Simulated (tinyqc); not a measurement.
# Bias-temperature instability, empirical power law with universal recovery: effects of single changes

Threshold-voltage shift at the end of a stress: dV = A (V/V0)^g exp[-(Ea q/kB)(1/T - 1/T0)] (t/1 s)^n. After a delay tr the permanent share pp stays and the rest falls by r = 1/(1 + B (tr/t)^be). An empirical model: its parameters are fits, not properties.

Values chosen for this exercise:

| symbol | value | unit | meaning |
|---|---|---|---|
| V0 | 1.8 | V | reference stress voltage |
| T0 | 373 | K | reference temperature |
| A | 7.2 | mV | shift after 1 s at V0 and T0 |
| n | 0.18 |  | time exponent |
| g | 4.6 |  | voltage exponent |
| Ea | 0.06 | eV | apparent activation energy of the shift |
| pp | 0.27 |  | permanent share |
| B | 1 |  | recovery scale |
| be | 0.16 |  | recovery dispersion |
| V | 0.75 | V | use voltage |
| T | 378 | K | use temperature |
| dc | 50 | mV | failure criterion |
| ts | 1000 | s | stress time |

Constants: q = 1.602176634e-19 C, kB = 1.380649e-23 J/K. Results are converted to the units shown.

Each table varies one quantity; the others keep the values above.

## Recovery after a stress

At V0 and T0 after the stress time ts.

Results:
```
tr (s),tr/ts,share left,shift (mV)
0.00082,8.200e-7,0.9299,23.22
0.012,1.200e-5,0.8976,22.41
2.3,0.002300,0.7996,19.96
33,0.03300,0.7322,18.28
460,0.4600,0.6576,16.42
6500,6.500,0.5807,14.50
92000,92.00,0.5084,12.69
```

Estimate the missing row, tr = 0.16 s.

Computed row:
```
tr (s),tr/ts,share left,shift (mV)
0.16,1.600e-4,0.8554,21.36
```

With this row back in the table: The shift falls from 23.2 to 12.7 mV over 8.0 decades of time, towards the permanent 6.74 mV. Half of the recoverable part is gone at tr/ts = B^(-1/be) = 1.00.

## Lifetime against voltage

Same model as above.

The lifetime solves dV = dc; ten years are 3.15576e8 s.

Lifetime against voltage:
```
V (V),shift after ten years (mV),lifetime (years)
0.6,1.596,2.043e9
0.77,5.029,3.479e6
0.94,12.59,2.125e4
1.11,27.05,303.7
1.29,54.00,6.524
1.46,95.43,0.2758
1.63,158.4,0.01653
1.8,250.0,0.001309
```

Read the table: what changes, and by how much?

The shift goes as V^4.6 and the lifetime as V^(-25.6): 5 % more voltage adds 25.2 % to the shift and divides the lifetime by 3.48. 4 of the 8 rows pass ten years. For V = 0.6, 0.77, 0.94 the lifetime is a formal extrapolation far beyond any test.

## Effect of the time exponent at a fixed measured point

Same model as above.

A is rescaled so that the shift at ts, V0 and T0 stays the same.

Result of one run:
```
nx,A (mV),shift after ten years (mV),lifetime (years)
0.275,3.7354,14.837,829.21
```

What becomes of these results when the assumed time exponent nx is changed from 0.275 to 0.2, all else the same?

Result of the changed run:
```
nx,A (mV),shift after ten years (mV),lifetime (years)
0.2,6.2709,5.7399,5.0156e5
```

The whole series:
```
nx,A (mV),shift after ten years (mV),lifetime (years)
0.1,12.512,1.6181,7.9388e15
0.125,10.528,2.2206,6.6067e11
0.15,8.8579,3.0475,1.2593e9
0.175,7.4530,4.1824,1.4368e7
0.2,6.2709,5.7399,5.0156e5
0.225,5.2763,7.8774,36902
0.25,4.4395,10.811,4575.5
0.275,3.7354,14.837,829.21
0.3,3.1429,20.362,199.76
```

The ten-year shift rises from 1.62 to 20.4 mV and the lifetime falls from 7.94e15 to 200 years: an error of 0.025 in the exponent changes the shift by a factor of 1.37 over the 5.50 decades from ts to ten years. For nx = 0.1, 0.125, 0.15, 0.175, 0.2, 0.225, 0.25 the lifetime is a formal extrapolation far beyond any test.

Numbers from tinyqc (`OMP_NUM_THREADS=1 python tinyqc.py 2070041 2070042 out.jsonl`; about 0.01 s on one thread of a shared Intel Xeon 2.30GHz).
